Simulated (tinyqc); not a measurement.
MESFET, gradual channel with velocity saturation: two steps of the calculation.

A uniformly doped n-type channel, depleted from the top by a Schottky gate; at channel potential V the depleted share of a is u = sqrt((Vbi - Vg + V)/Vp), s at the source. Electrons drift with v = mu E/(1 + mu E/vsat). Abrupt depletion edge, no series resistance, source at 0.

Parameters, values chosen for the exercise:
```
symbol,value,unit,meaning
Vg,-1.4,V,gate voltage
Vd,1.8,V,drain voltage
```

Question 1. Current below saturation. u = sqrt((Vbi - Vg + Vd)/Vp). I = (G0 Vp/3) F/(1 + Z (u^2 - s^2)), F = 3 (u^2 - s^2) - 2 (u^3 - s^3), with u at V = Vd; Z = 0 gives constant mobility, for which u stops at 1.

Vbi = 0.60079736 V
Vp = 4.4816641 V
G0 = 16.358544 mS
Z = 0.53090482
s = 0.66816220

Wanted: u; F; I for Z = 0; I.

Answer 1.

u = 0.92091
F = 0.23949
I for Z = 0 = 5.8527 mA
I = 4.8240 mA

The falling mobility lowers the current by 17.6 %.

Question 2. The saturation point by Newton steps. a is the channel (half-)thickness, Vp its pinch-off voltage and Z = mu Vp/(vsat L); an iterate with u > 1 is an overshoot, not a physical state. f = (1 - u)(1 + Z (u^2 - s^2)) - Z F/3, F = 3 (u^2 - s^2) - 2 (u^3 - s^3); f' = -(1 + Z (u^2 - s^2)); u(new) = u - f/f'.

u after iteration 1 = 0.97171678
Z = 0.53090482
s = 0.66816220

Wanted: f; f'; u after iteration 2.

Answer 2.

f = -0.009354
f' = -1.264
u after iteration 2 = 0.9643

tinyqc, about 0.05 s, one thread, Intel Xeon 2.30GHz (shared host): `OMP_NUM_THREADS=1 python tinyqc.py 2500036 2500037 out.jsonl`
